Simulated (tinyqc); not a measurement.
Schottky diode by thermionic emission with image-force lowering and series resistance: soft saturation in reverse bias.

Metal on an n-type semiconductor with one parabolic valley; V > 0 is forward bias (metal positive). I = I0 [exp(Vj/(n Vt)) - 1] with Vj = V - I Rs; I0 = S A* T^2 exp(-(phi - dphi)/Vt), the lowering dphi taken at zero bias.

A* = 4 pi q me m0 kB^2/h^3 (times 1e-4 for A/(cm^2 K^2)); Nc = 2 (2 pi me m0 kB T/h^2)^1.5 (times 1e-6 for cm^-3); xi = Vt ln(Nc/Nd), Vbi = phi - xi; surface field Em = sqrt(2 q Nd (Vbi - V - Vt)/(eps0 eps_r)); dphi = sqrt(q Em/(4 pi eps0 eps_r)). Here dphi follows the bias, J = -A* T^2 exp(-(phi - dphi(V))/Vt) [1 - exp(V/Vt)], without Rs.

Inputs (values chosen for the exercise); band and dielectric values those of a made-up semiconductor: temperature T = 300 K; electron mass me = 0.0818 m0; relative permittivity eps_r = 12.7; barrier height seen from the metal phi = 0.5 eV; donor density Nd = 3.4e15 cm^-3.

Constants: q = 1.602176634e-19 C, kB = 1.380649e-23 J/K, h = 6.62607015e-34 J s, m0 = 9.1093837015e-31 kg, Vt = kB T/q, eps0 = 8.8541878128e-14 F/cm where lengths are in cm. Results are converted to the units shown.

Soft saturation in reverse bias:
```
V (V)  Em (kV/cm)  dphi (meV)  J (A/cm^2)
-0.2       22.894      16.111  -0.0065712
-0.5       28.545      17.990  -0.0070696
-1         36.045      20.216  -0.0077053
-2         47.625      23.238  -0.0086606
-4         64.853      27.117   -0.010063
-7         84.335      30.923   -0.011659
-10        100.10      33.688   -0.012975
-15        121.92      37.180   -0.014851
```

What does the comparison show?

dphi rises from 16.1 to 37.2 meV, as the square root of the field, and |J| grows by a factor of 2.26: the reverse current does not saturate. Tunnelling and generation are left out.

Program tinyqc, `OMP_NUM_THREADS=1 python tinyqc.py 2640059 2640060 out.jsonl`; Intel Xeon 2.30GHz, shared host, one thread, about 0.01 s.
